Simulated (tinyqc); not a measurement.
## Vertical double-diffused power MOSFET, components of the on-resistance: On-resistance against the rated breakdown voltage of the drift layer

Stripe cells of pitch Wp + a, two channels a cell. Current flows through the channels, spreads in the accumulation layer, passes the gap between the p bodies and spreads at 45 degrees into the drift layer below them. Low drain voltage, full ionisation.

Triangular field at breakdown with Ec = Kc N^(1/8): BV = eps0 eps_r Ec^2/(2 q N), so N = (eps0 eps_r Kc^2/(2 q BV))^(4/3); W = 2 BV/Ec; mu = mud (T/300 K)^(-bt); rho = 1/(q mu N); ideal resistance rho W. Pitch p = Wp + a, Cox = 3.9 eps0/tox; zero-bias depletion in the gap w0 = sqrt(2 eps0 eps_r Vbi/(q N Nj)), open gap g = a - 2 w0; R_ch = Lc p/(2 mch Cox Vov); R_acc = 0.6 a p/(4 mac Cox Vov), 0.6 being an empirical factor for current leaving the layer along its length; R_gap = (rho/Nj) xp p/g; spreading depth t = min(W, (p - g)/2); R_drift = (rho p/2) ln((g + 2 t)/g) + rho (W - t); R_on = the sum with Rs.

Inputs (values chosen for the exercise); bulk values close to those of 4H silicon carbide:

| symbol | value | unit | meaning |
|---|---|---|---|
| T | 400 | K | temperature |
| eps_r | 9.59 |  | relative permittivity |
| Kc | 22600 | V/cm per (cm^-3)^(1/8) | critical-field constant |
| mud | 788 | cm^2/(V s) | drift mobility at 300 K |
| bt | 2.2 |  | temperature exponent of the drift mobility |
| tox | 94 | nm | gate oxide thickness (eps_r 3.9) |
| Vov | 8 | V | gate overdrive |
| mch | 45 | cm^2/(V s) | channel mobility |
| mac | 100 | cm^2/(V s) | accumulation-layer mobility |
| Lc | 0.4 | um | channel length |
| Wp | 6.8 | um | width of the p body in one cell, channels included |
| a | 4.9 | um | gap between neighbouring p bodies |
| xp | 1.3 | um | depth of the p body |
| Nj | 5 |  | doping of the gap over the drift doping |
| Vbi | 2.76 | V | built-in voltage of the body junction |
| Rs | 0.051 | mohm cm^2 | substrate and contact resistance |

Constants: q = 1.602176634e-19 C, eps0 = 8.8541878128e-14 F/cm where lengths are in cm. Results are converted to the units shown.

The same in every row: R_ch (mohm cm^2) = 1.7694; R_acc (mohm cm^2) = 2.9262.

Result of one run:

| BV (V) | R_gap (mohm cm^2) | R_drift (mohm cm^2) | R_on (mohm cm^2) | ideal (mohm cm^2) | largest term |
|---|---|---|---|---|---|
| 15000 | 4.4931 | 746.84 | 756.08 | 730.49 | drift |

What becomes of these results when the rated breakdown voltage of the drift layer BV is changed from 15000 to 1300 V, all else the same?

Result of the changed run:

| BV (V) | R_gap (mohm cm^2) | R_drift (mohm cm^2) | R_on (mohm cm^2) | ideal (mohm cm^2) | largest term |
|---|---|---|---|---|---|
| 1300 | 0.097083 | 1.9046 | 6.7483 | 1.6153 | accumulation |

The whole series:

| BV (V) | R_gap (mohm cm^2) | R_drift (mohm cm^2) | R_on (mohm cm^2) | ideal (mohm cm^2) | largest term |
|---|---|---|---|---|---|
| 300 | 0.012887 | 0.073552 | 4.8330 | 0.041323 | accumulation |
| 490 | 0.025154 | 0.21284 | 4.9846 | 0.14089 | accumulation |
| 800 | 0.049365 | 0.62360 | 5.4195 | 0.47985 | accumulation |
| 1300 | 0.097083 | 1.9046 | 6.7483 | 1.6153 | accumulation |
| 2100 | 0.19169 | 5.9459 | 10.884 | 5.3571 | drift |
| 3500 | 0.40377 | 20.503 | 25.653 | 19.211 | drift |
| 5600 | 0.82498 | 64.969 | 70.541 | 62.209 | drift |
| 9200 | 1.8464 | 221.70 | 228.29 | 215.21 | drift |
| 15000 | 4.4931 | 746.84 | 756.08 | 730.49 | drift |

R_on rises from 4.83 to 756 mohm cm^2. The accumulation term is the largest at BV = 300, the drift term from 2100 on. R_on is 117 times the ideal drift resistance in the first row and 1.04 times in the last. The ideal resistance goes as BV^(2.50), and R_on as BV^(2.45) between the last two rows.

tinyqc, about 0.01 s, one thread, Intel Xeon 2.30GHz (shared host): `OMP_NUM_THREADS=1 python tinyqc.py 2230108 2230109 out.jsonl`
